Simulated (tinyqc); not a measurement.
Thin film modes against wave vector: bulk, surface, particle and sheet plasmons.

Zero temperature, parabolic band: kF = (3 pi^2 n)^(1/3), EF = c kF^2/m, Ep^2 = 8 pi c e2 n/(m eb), qTF^2 = 6 pi e2 n/(eb EF), c = hbar^2/2m0, e2 = e^2/(4 pi eps0), n in 1/angstrom^3 (1e-24 per 1/cm^3).

Constants: hbar^2/2m0 = 3.80998211 eV angstrom^2; e^2/(4 pi eps0) = 14.39964547 eV angstrom.

Values chosen for the exercise (a free-electron density near that of K; the results hold for these values, not for the real material): n = 1.37e+22 1/cm^3 (electron density); m = 1 m0 (mass); eb = 1 (background dielectric constant); ed = 2.1 (dielectric constant of the surroundings); d = 50 angstrom (film thickness).

Drude medium eps = eb (1 - Ep^2/E^2), no retardation. A film of thickness d has modes eps = -ed coth(q d/2) (lower) and eps = -ed tanh(q d/2) (upper); a sheet with ns = n d has E^2 = 4 pi c e2 ns q/(m ed). One surface: eps = -ed; small sphere: eps = -2 ed.

Modes (eV):
```
q d    q (1/angstrom)   lower  upper   sheet
0.020        0.000400  0.2992  4.301  0.2999
0.050         0.00100  0.4714  4.237  0.4742
0.10          0.00200  0.6625  4.135  0.6706
0.20          0.00400  0.9252  3.952  0.9484
0.50           0.0100   1.405  3.532   1.500
1.0            0.0200   1.846  3.096   2.121
2.0            0.0400   2.242  2.696   2.999
4.0            0.0800   2.438  2.499   4.242
8.0             0.160   2.468  2.469   5.998
```

bulk, surface, sphere (eV): 4.346  2.469  1.906

At small q d the lower mode tends to the sheet law sqrt(q) (within 5 % up to q d = 0.2 of the values listed) and the upper one starts near the bulk value. At q d = 8 the two are 0.0011 eV apart around the surface value 2.469 eV. Retardation, left out here, matters where q is below about three times sqrt(ed) E/(hbar c), hbar c = 1973.27 eV angstrom: that holds for 2 of the rows (from the top) for the lower mode and 4 for the upper one.

tinyqc: `OMP_NUM_THREADS=1 python tinyqc.py 1651209 1651210 out.jsonl`; about 0.01 s, one thread, shared Intel(R) Xeon(R) Processor @ 2.30GHz.
